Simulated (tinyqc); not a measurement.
Biaxially strained (001) channel, valley splitting in an inversion layer: one step of the calculation.

A thin layer grown on a relaxed buffer is stretched in the plane. The two valleys with their long axis along the growth direction (D2) sink against the four in-plane ones (D4); confinement in a triangular well splits them too. Only the lowest subband of each set is kept; one relaxation time, so the weakening of intervalley scattering is left out.

Task. Subband edges and densities of states. Levels E(m) = 2.33811 (hbar^2 q^2 F^2/(2 m))^(1/3): E2 = E(ml), E4 = E(mt) + D; N2 = 2 mt kB T/(pi hbar^2), N4 = 4 sqrt(mt ml) kB T/(pi hbar^2).

Inputs (values chosen for the exercise); values close to those of silicon on relaxed silicon-germanium: temperature T = 250 K; germanium share of the relaxed buffer x = 0.15; lattice mismatch per unit x b1 = 0.0418; elastic constant c11 = 167 GPa; elastic constant c12 = 65.9 GPa; shear deformation potential Xu = 8.75 eV; longitudinal mass ml = 0.93 m0; transverse mass mt = 0.185 m0; confining field F = 1.03 MV/cm.

Constants: q = 1.602176634e-19 C, kB = 1.380649e-23 J/K, hbar = 1.054571817e-34 J s, m0 = 9.1093837015e-31 kg, hbar^2/(2 m0) = 0.0380998212 eV nm^2. Results are converted to the units shown.

D = 98.161168 meV

Find: E2; E4; N2; N4.

Result.

E2 = 0.17711 eV
E4 = 0.40156 eV
N2 = 3.3298e12 cm^-2
N4 = 1.4931e13 cm^-2

Of the gap E4 - E2 = 224 meV, confinement gives 126 meV.

Program tinyqc, `OMP_NUM_THREADS=1 python tinyqc.py 2530162 2530163 out.jsonl`; Intel Xeon 2.30GHz, shared host, one thread, about 0.02 s.
